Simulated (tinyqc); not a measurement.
Three programmes: liquidus of a compound AB in a simple-solution melt, liquid-phase epitaxy and vapour pressures. Computed by tinyqc, a small Python program. Command: `OMP_NUM_THREADS=1 python tinyqc.py 3023279 3023280 out.jsonl liq35 walk`. One thread of a shared host (Intel(R) Xeon(R) Processor @ 2.30GHz), about 0.03 s of CPU time with the checks.

x is the atom fraction of B in the melt. The melt is a simple solution: R T ln gamma_B = W (1 - x)^2, R T ln gamma_A = W x^2, W = a + b T. The solid AB is stoichiometric.

Inputs (values chosen for the exercise, for a model compound):
```
quantity,value,unit
melting point T_F,1474,K
entropy of fusion S_F,62,J/(mol K)
interaction a,26.6,kJ/mol
interaction slope b,-37,J/(mol K)
saturation temperature T,908,K
step dT,10,K
cooling rate c,0.19,K/min
diffusivity in the melt D,6.1e-05,cm^2/s
molar volume of the melt V_L,12.3,cm^3/mol
lattice constant a0,5.653,angstrom
melt depth w,4.5,mm
```

Constants: R = 8.314462618 J/(mol K); N_A = 6.02214076e+23 1/mol; k_B = 8.617333262e-05 eV/K.

Method:
- Liquidus (Vieland): f(x) = R T ln[4 x (1 - x)] + 2 W (1/2 - x)^2 + S_F (T_F - T) = 0.
- Newton steps with f' = (1 - 2x)[R T/(x (1 - x)) - 2 W], from the dilute estimate x = (1/4) exp[-(S_F (T_F - T) + W/2)/(R T)]; stop below 1e-13; f under 1e-6 shown as 0.
- dx/dT = -(df/dT)/f', df/dT = R ln[4 x (1 - x)] + 2 b (1/2 - x)^2 - S_F, f' = (1 - 2x)[R T/(x (1 - x)) - 2 W]. Concentrations: C_L = x N_A/V_L in the melt, C_S = 4/a0^3 in the solid; m = dT/dC_L.
- Semi-infinite melt (Hsieh): step d = 2 dT sqrt(D t/pi)/(C_S m); ramp d = (4/3) c sqrt(D/pi) t^(3/2)/(C_S m); supercooling is their sum. A melt of depth w can give at most w (undercooling)/(C_S m).

C_S = 2.21423e+22 1/cm^3

slope m = 3.54324e-19 K cm^3

dx/dT = 5.76439e-05 1/K

solubility x = 0.00379378

Thickness (micrometre):
```
t (min),step,ramp,supercooling,sqrt(D t) (mm)
0.2,0.3891,9.8578e-04,0.3901,0.2706
0.5,0.6153,3.8966e-03,0.6192,0.4278
1.0,0.8701,1.1021e-02,0.8811,0.6050
2.0,1.2305,3.1173e-02,1.2617,0.8556
5.0,1.9456,1.2322e-01,2.0688,1.3528
10.0,2.7515,3.4853e-01,3.1000,1.9131
20.0,3.8912,9.8578e-01,4.8770,2.7055
```

What does the comparison show, and why?

Step cooling goes as t^(1/2), ramp cooling as t^(3/2); they are equal at t = 3 dT/(2 c) = 78.9 min. The local exponent of their sum runs from 0.50 to 0.65. Rows with sqrt(D t) above about half the depth of 4.5 mm are overestimates.
